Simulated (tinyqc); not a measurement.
What the anneal budget does: two-dimensional dopant profile at a mask edge: lateral junction, overlap and effective channel length. Computed by tinyqc, a small Python program. Command: `OMP_NUM_THREADS=1 python tinyqc.py 3009056 3009057 out.jsonl lateral walk`. One thread of a shared host (Intel(R) Xeon(R) Processor @ 2.30GHz), about 0.02 s of CPU time with the checks.

Ions enter for y < 0; the mask (spacer, then gate) covers y > 0. x is the depth. The surface reflects dopant during the anneal.

Inputs (values chosen for the exercise, modelled on a source-drain extension in silicon):

| quantity | value | unit |
|---|---|---|
| dose Q | 9e+14 | 1/cm^2 |
| projected range R_p | 58 | nm |
| vertical straggle | 26 | nm |
| lateral straggle | 26 | nm |
| anneal budget D t | 7e-12 | cm^2 |
| channel doping C_B | 2.6e+17 | 1/cm^3 |
| gate length L_g | 310 | nm |
| offset spacer | 24 | nm |

Method:
- Widths s_x^2 = (vertical straggle)^2 + 2 D t, s_y^2 = (lateral straggle)^2 + 2 D t. C(x, y) = V(x) (1/2) erfc(y/(sqrt2 s_y)), V(x) = Q/(sqrt(2 pi) s_x) [exp(-(x - R_p)^2/(2 s_x^2)) + exp(-(x + R_p)^2/(2 s_x^2))]; 1 nm = 1e-7 cm.
- The lateral junction at depth x solves C = C_B: y_j(x) = sqrt2 s_y erfc^-1(2 C_B/V(x)). Overlap under the gate = y_j(0) - spacer; metallurgical channel L_met = L_g - 2 overlap (tails from the two sides are not added).
- x_j solves V(x) = C_B. Budgets are multiples of the given D t (at 0 the mirror term is kept, which overstates V(0) as implanted); those with V(0) not above 2.5 C_B are left out.

Junctions (nm):

| multiple | s_x | s_y | x_j | y_j(0) | y_j/x_j | L_met |
|---|---|---|---|---|---|---|
| 0.0 | 26.00 | 26.00 | 150.11 | 59.25 | 0.39474 | 239.49 |
| 0.1 | 28.57 | 28.57 | 158.44 | 68.65 | 0.43330 | 220.70 |
| 0.3 | 33.11 | 33.11 | 173.00 | 84.05 | 0.48583 | 189.90 |
| 1.0 | 45.56 | 45.56 | 212.03 | 121.99 | 0.57536 | 114.01 |
| 2.0 | 58.96 | 58.96 | 252.77 | 159.21 | 0.62986 | 39.59 |
| 4.0 | 79.22 | 79.22 | 312.59 | 211.82 | 0.67762 | -65.64 |
| 8.0 | 108.98 | 108.98 | 397.84 | 284.27 | 0.71455 | -210.55 |
| 16.0 | 151.91 | 151.91 | 517.82 | 382.37 | 0.73842 | -406.74 |

What follows from these numbers?

The ratio y_j/x_j goes from 0.39 to 0.74: as implanted, x_j includes R_p and y_j only the lateral straggle; after long diffusion both scale roughly with sqrt(D t) as long as V(0) stays far above C_B, and the ratio stays below 1 because the edge starts from half the concentration and an erfc falls faster than the Gaussian. L_met is negative in the rows beyond a multiple of 2: source and drain merge.
